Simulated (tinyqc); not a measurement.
Lattice vibrations of a chain, step by step. One step of it, computed by the program tinyqc.

Task: Dynamical matrix at q = 0.14. q is in units of 2 pi/a. A spring k from atom i to atom j, n cells on, adds k to Phi_ii and Phi_jj, -k exp(2 pi i q n) to Phi_ij and the conjugate to Phi_ji (for one atom a cell: 2k (1 - cos 2 pi q n)); D_ij = Phi_ij / sqrt(m_i m_j).

A chain moving along its axis:
```
atom,mass (u),spring to the next atom (eV/angstrom^2)
1,91.100000,18.300000
2,17.300000,12.400000
3,82.200000,20.400000
```

Give: D(q).

Result:

D(q) (eV/(angstrom^2 u)):
```
,1,2,3
1,0.425,-0.461,-0.150+0.182i
2,-0.461,1.775,-0.329
3,-0.150-0.182i,-0.329,0.399
```
